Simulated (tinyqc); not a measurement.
# Quantum-well laser, gain and threshold: effect of the cavity length

One electron and one heavy-hole subband per well, parabolic, with equal sheet densities n of electrons and holes; k-conserving transitions, TE polarisation, no line broadening, so the gain starts as a step at E0 and peaks there. All wells are pumped alike.

Nc = me kB T/(pi hbar^2), Nv = mh kB T/(pi hbar^2), mr = me mh/(me + mh) in m0, g0(E) = q^2 Ep mr/(4 nr eps0 c hbar E Lw) (squared momentum element m0 Ep/4, joint density of states mr/(pi hbar^2 Lw) for both spins). Peak gain g(n) = g0(E0)[1 - exp(-n/Nc) - exp(-n/Nv)]. Mirror loss am = ln(1/(R1 R2))/(2 Lc); threshold gain gth = (ai + am)/(Nw Gw). nth solves g(n) = gth and ntr solves g(n) = 0. Jth = q Nw (A n + B n^2 + C n^3)/eta at n = nth, Ith = Jth Wd Lc; differential efficiency of both facets eta am/(ai + am).

Inputs (values chosen for the exercise); well values close to those of gallium arsenide:
```
symbol,value,unit,meaning
T,300,K,temperature
E0,1.42,eV,lowest transition energy
me,0.067,m0,in-plane electron mass
mh,0.354,m0,in-plane hole mass
Ep,27.9,eV,Kane energy
nr,3.81,,refractive index
Lw,8,nm,well width
Nw,3,,number of wells
Gw,0.028,,optical confinement per well
ai,15,1/cm,internal loss
R1,0.05,,front reflectance
R2,0.3,,back reflectance
A,6.2e7,1/s,defect recombination coefficient
B,5.1e-5,cm^2/s,radiative coefficient per well
C,1.8e-17,cm^4/s,Auger coefficient per well
eta,0.93,,injection efficiency
Wd,3,um,stripe width
```

Constants: q = 1.602176634e-19 C, kB = 1.380649e-23 J/K, eps0 = 8.8541878128e-12 F/m, hbar = 1.054571817e-34 J s, m0 = 9.1093837015e-31 kg, c = 299792458 m/s. Results are converted to the units shown.

The same in every row: ntr (cm^-2) = 1.039e12.

Effect of the cavity length:

| Lc (um) | gth (1/cm) | nth (cm^-2) | Jth (A/cm^2) | Ith (mA) | differential efficiency |
|---|---|---|---|---|---|
| 100 | 2678 | 1.909e12 | 222.0 | 0.6661 | 0.8680 |
| 160 | 1741 | 1.530e12 | 144.0 | 0.6914 | 0.8346 |
| 250 | 1179 | 1.347e12 | 113.7 | 0.8529 | 0.7891 |
| 400 | 803.5 | 1.239e12 | 97.90 | 1.175 | 0.7233 |
| 630 | 575.4 | 1.178e12 | 89.60 | 1.693 | 0.6414 |
| 1000 | 428.6 | 1.141e12 | 84.71 | 2.541 | 0.5425 |
| 1600 | 334.8 | 1.118e12 | 81.75 | 3.924 | 0.4340 |
| 2500 | 278.6 | 1.104e12 | 80.04 | 6.003 | 0.3338 |
| 4000 | 241.1 | 1.095e12 | 78.92 | 9.470 | 0.2411 |

As Lc goes from 100 to 4000 um, gth falls from 2680 to 241 1/cm, Jth falls from 222 to 78.9 A/cm^2 and Ith rises from 0.666 to 9.47 mA.

Range of the model: The second hole subband, left out here, lies within about 2 Vt of the first in a well this wide.

tinyqc, about 0.01 s, one thread, Intel Xeon 2.30GHz (shared host): `OMP_NUM_THREADS=1 python tinyqc.py 2840018 2840019 out.jsonl`
